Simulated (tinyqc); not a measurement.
Angle of incidence: periodic multilayer mirror for extreme ultraviolet light.

s polarisation, vacuum above. q_j = sqrt(N_j^2 - sin^2 theta); interface r_jk = (q_j - q_k)/(q_j + q_k) exp(-2 (2 pi/lam)^2 q_j q_k sg^2) (Nevot-Croce; sg = 0 if not given); phase factor of a layer x_j = exp(4 pi i q_j d_j/lam). Each period has the spacer (thickness (1 - Gm) L) on top of the absorber (Gm L). In this recursion R is the amplitude; R in tables and results is the reflectance, its squared modulus. The substrate is of the spacer material. Starting with R = 0 in it, each interface upward gives R -> (r + R x)/(1 + r R x), x that of the layer below the interface (1 for the substrate).

Inputs chosen for the exercise (optical constants near those of Mo and Si at 13.5 nm; the results hold for these values, not for the real material): lam = 13.5 nm (wavelength); dA = (0.0766, 0.00628) (delta and beta of the absorber, N = 1 - delta + i beta); dS = (0.0012, 0.00194) (delta and beta of the spacer and the substrate); L = 7.05 nm (period); Gm = 0.5 (absorber share of the period); sg = 0.4 nm (interface roughness); Np = 10 (periods).

Results:

| theta (degrees) | lam_B (nm) | R |
|---|---|---|
| 0 | 13.552 | 0.310 |
| 2 | 13.543 | 0.311 |
| 4 | 13.516 | 0.314 |
| 6 | 13.471 | 0.317 |
| 8 | 13.408 | 0.320 |
| 10 | 13.328 | 0.319 |
| 12 | 13.230 | 0.312 |
| 14 | 13.114 | 0.294 |
| 16 | 12.981 | 0.261 |
| 18 | 12.831 | 0.211 |
| 20 | 12.663 | 0.143 |

What does the comparison show, and why?

lam_B = 2 L Re(mean q) falls with the angle, from 13.552 to 12.663 nm; the largest value listed is 0.320 at 8 degrees. R stays above 90 % of that value at 0, 2, 4, 6, 8, 10, 12 and 14 degrees, which bounds the cone of light that a mask or mirror with this period accepts.

(tinyqc, `OMP_NUM_THREADS=1 python tinyqc.py 1650779 1650780 out.jsonl`, Intel(R) Xeon(R) Processor @ 2.30GHz, 1 thread, shared host, about 0.01 s.)
